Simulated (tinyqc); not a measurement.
Charge centroid from charge and shift.

Problem. A sheet of N electrons in the storage layer of a charge-trap cell shifts the threshold by U = (q/eps0) N (tb/eb + xc tn/en). Find xc and the distance xc tn from the blocking layer.

Parameters, values chosen for the exercise:
- tn = 8.4 nm (storage layer)
- en = 7.1 (its relative permittivity)
- tb = 9.8 nm (blocking layer)
- eb = 9 (its relative permittivity)

Constants: q = 1.602176634e-19 C, eps0 = 8.8541878128e-14 F/cm where lengths are in cm. Results are converted to the units shown.

N = 1e13 cm^-2
U = 2.7410579 V

Answer. U eps0/(q N) is the electrical distance from the gate; subtract that of the blocking layer.

xc = 0.3600
distance = 3.024 nm

Computed by the program tinyqc: `OMP_NUM_THREADS=1 python tinyqc.py 2130016 2130017 out.jsonl`, one thread of a shared Intel Xeon 2.30GHz, about 0.04 s for the whole run.
